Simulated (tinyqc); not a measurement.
Implanted layer, carriers, mobility and sheet resistance: two steps of the calculation.

An n-type layer from the surface x = 0 to the junction xj, N(x) = N0 exp(-(x - Rp)^2/(2 sg^2)). Local neutrality (no depletion at surface or junction, no spilling of carriers), intrinsic carriers neglected, full ionisation of active dopants.

Values chosen for this exercise; values close to those of arsenic in silicon over a p-type background:
```
symbol    value        unit                                 meaning
T           300           K                             temperature
Nb       3.7e17       cm^-3  background doping of the opposite type
N0       2.2e20       cm^-3             peak chemical concentration
m1         51.8  cm^2/(V s)           mobility limit at high doping
m2         1370  cm^2/(V s)  mobility limit at low doping, at 300 K
Nr      9.81e16       cm^-3    reference doping of the mobility law
am        0.702                        exponent of the mobility law
bt          2.5                          temperature exponent of m2
Ns         2e20       cm^-3       solubility limit of active dopant
sg           76          nm                straggle after annealing
Rp           52          nm                         projected range
```

Constants: q = 1.602176634e-19 C. Results are converted to the units shown.

Task 1. Junction depth and local values. xj = Rp + sg sqrt(2 ln(N0/Nb)); 11 equal steps from 0 to xj. Active dopant A = min(N, Ns); n = A - Nb; mobility mu = m1 + (m2 (T/300 K)^(-bt) - m1)/(1 + ((A + Nb)/Nr)^am).

Find: xj; x; N; A; n; mu.

Result 1.

xj = 323.6 nm

```
point  x (nm)  N (cm^-3)  A (cm^-3)  n (1e20 cm^-3)  mu (cm^2/(V s))
0         0.0   1.741e20   1.741e20           1.737            58.66
1        29.4   2.105e20   2.000e20           1.996            58.03
2        58.8   2.191e20   2.000e20           1.996            58.03
3        88.3   1.963e20   1.963e20           1.960            58.11
4       117.7   1.514e20   1.514e20           1.511            59.36
5       147.1   1.005e20   1.005e20           1.002            61.85
6       176.5   5.746e19   5.746e19           0.571            66.60
7       206.0   2.827e19   2.827e19           0.279            75.86
8       235.4   1.197e19   1.197e19           0.116            94.62
9       264.8   4.365e18   4.365e18           0.040            133.2
10      294.2   1.370e18   1.370e18           0.010            206.4
11      323.6   3.700e17   3.700e17           0.000            308.7
```

Task 2. Sheet quantities by the trapezoid rule. Dose = integral of N, carrier sheet density = integral of n, 1/Rs = q integral of n mu, mean mobility 1/(q Rs sheet density), Hall mobility (unit Hall factor) = integral of n mu^2 over integral of n mu, Hall sheet density = (integral of n mu)^2/integral of n mu^2; all from 0 to xj.

```
point     x (nm)     N (cm^-3)  n (1e20 cm^-3)  mu (cm^2/(V s))
0        0.00000  1.7408706e20       1.7371706        58.658075
1       29.42257  2.1050340e20       1.9963000        58.025732
2       58.84514  2.1910947e20       1.9963000        58.025732
3       88.26771  1.9632362e20       1.9595362        58.106804
4      117.69028  1.5142352e20       1.5105352        59.357811
5      147.11285  1.0053644e20       1.0016644        61.847521
6      176.53543  5.7459665e19       0.5708966        66.597907
7      205.95800  2.8269104e19       0.2789910        75.862816
8      235.38057  1.1972101e19       0.1160210        94.618992
9      264.80314  4.3645363e18       0.0399454        133.16166
10     294.22571  1.3696677e18       0.0099967        206.38068
11     323.64828        3.7e17       0.0000000        308.71192
```

Find: dose; carrier sheet density; Rs; mean mobility; Hall mobility; Hall sheet density.

Result 2.

dose = 3.1440e15 cm^-2
carrier sheet density = 3.0449e15 cm^-2
Rs = 33.906 ohm/square
mean mobility = 60.456 cm^2/(V s)
Hall mobility = 61.556 cm^2/(V s)
Hall sheet density = 2.9905e15 cm^-2

Carriers make up 96.8 % of the dose. A Hall measurement weights the mobile tail, so its sheet density is 1.8 % below the true one.

Computed by the program tinyqc: `OMP_NUM_THREADS=1 python tinyqc.py 2110085 2110086 out.jsonl`, one thread of a shared Intel Xeon 2.30GHz, about 0.01 s for the whole run.
